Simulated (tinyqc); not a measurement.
## Hole mobility in a silicon inversion layer, empirical terms and Matthiessen rule: effect of the temperature

Inversion layer of sheet density Ns on a uniformly doped body. The mobility terms are empirical power laws with prefactors chosen for the exercise; adding their inverses (Matthiessen) is itself an approximation.

Nc and Nv are given at 400 K and scale as (T/400 K)^1.5; Eg is fixed. ni = sqrt(Nc Nv) exp(-Eg/(2 Vt)), Eg in volts; Ndep = sqrt(2 eps0 eps_r Nb (2 Vt ln(Nb/ni) + Vsb)/q); E = q (Ndep + eta Ns)/(eps0 eps_r), in MV/cm. With t = T/(300 K): muC = Ac (Ns/1e12 cm^-2) t/(Nb/1e17 cm^-3 + Nit/1e11 cm^-2), muP = Ap E^(-1/3) t^(-1.75), muS = As E^(-gs); 1/mu is the sum of the inverses.

Inputs (values chosen for the exercise); material values close to those of silicon:

| symbol | value | unit | meaning |
|---|---|---|---|
| Eg | 1.13 | eV | band gap |
| eps_r | 11.8 |  | relative permittivity of the semiconductor |
| Nc | 4.28e19 | cm^-3 | conduction-band density of states at the reference temperature |
| Nv | 4.13e19 | cm^-3 | valence-band density of states at the reference temperature |
| Nb | 9.2e17 | cm^-3 | body doping |
| Vsb | 0 | V | reverse body bias |
| eta | 0.3333 |  | weight of the inversion charge in the effective field |
| Ap | 127 | cm^2/(V s) | phonon-limited mobility at 1 MV/cm and 300 K |
| As | 576 | cm^2/(V s) | roughness-limited mobility at 1 MV/cm |
| gs | 1.3 |  | exponent of the roughness term |
| Ac | 1400 | cm^2/(V s) | Coulomb prefactor |
| Nit | 7.8e11 | cm^-2 | charge at the interface |
| Ns | 3.4e12 | cm^-2 | inversion density |

Constants: q = 1.602176634e-19 C, kB = 1.380649e-23 J/K, Vt = kB T/q, eps0 = 8.8541878128e-14 F/cm where lengths are in cm. Results are converted to the units shown.

Result of one run:
```
T (K),E (MV/cm),muC (cm^2/(V s)),muP (cm^2/(V s)),muS (cm^2/(V s)),mu (cm^2/(V s))
160,0.7213,149.3,425.4,880.8,98.21
```

What becomes of these results when the temperature T is changed from 160 to 200 K, all else the same?

Result of the changed run:
```
T (K),E (MV/cm),muC (cm^2/(V s)),muP (cm^2/(V s)),muS (cm^2/(V s)),mu (cm^2/(V s))
200,0.7139,186.7,288.9,892.6,100.6
```

The whole series:
```
T (K),E (MV/cm),muC (cm^2/(V s)),muP (cm^2/(V s)),muS (cm^2/(V s)),mu (cm^2/(V s))
120,0.7279,112.0,701.7,870.4,86.94
160,0.7213,149.3,425.4,880.8,98.21
200,0.7139,186.7,288.9,892.6,100.6
250,0.7038,233.3,196.4,909.3,95.45
300,0.6928,280.0,143.5,928.2,86.09
350,0.6809,326.7,110.2,949.3,75.83
400,0.6682,373.3,87.80,972.8,66.24
450,0.6548,420.0,71.94,998.9,57.86
```

As T goes from 120 to 450 K, E falls from 0.728 to 0.655 MV/cm and mu goes from 86.9 through a maximum of 101 (at T = 200 K among the rows listed) to 57.9 cm^2/(V s). The smallest term is the Coulomb one in the first row and the phonon one in the last. Coulomb scattering weakens and phonon scattering grows with T, hence the maximum. For T = 120 to 160 K dopant freeze-out and degenerate screening, left out here, matter.

Numbers from tinyqc (`OMP_NUM_THREADS=1 python tinyqc.py 2510024 2510025 out.jsonl`; about 0.01 s on one thread of a shared Intel Xeon 2.30GHz).
